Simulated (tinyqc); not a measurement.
Shallow acceptor in the spherical model (Baldereschi-Lipari), strong spin-orbit limit: one step, computed by the program tinyqc.

The 1S(3/2) state has an s envelope f(r) and a d envelope g(r). In effective units they obey -(f'' + 2f'/r + 2f/r) + mu (g'' + 5g'/r + 3g/r^2) = E f and -(g'' + 2g'/r - 6g/r^2 + 2g/r) + mu (f'' - f'/r) = E g. The cubic term, the split-off band and the central cell are left out.

Problem. Effective units and couplings. Ry* = Ry/(gamma_1 eps^2), a* = a_0 eps gamma_1, mu = (6 gamma_3 + 4 gamma_2)/(5 gamma_1), delta = (gamma_3 - gamma_2)/gamma_1; spherical masses 1/(gamma_1 (1 - mu)) (heavy) and 1/(gamma_1 (1 + mu)) (light).

Inputs (values chosen for the exercise, modelled on germanium):
```
quantity                 value  unit
Luttinger gamma_1         13.4     -
Luttinger gamma_2         4.18     -
Luttinger gamma_3         5.74     -
dielectric constant eps   15.8     -
```

Constants: Ry = 13.605693123 eV; a_0 = 0.529177210903 angstrom.

Give: Ry*; a*; mu; delta; heavy-hole mass; light-hole mass.

Solution.

Ry* = 4.067 meV

a* = 112.0 angstrom

mu = 0.7636

delta = 0.1164

heavy-hole mass = 0.3157 m_0

light-hole mass = 0.04232 m_0
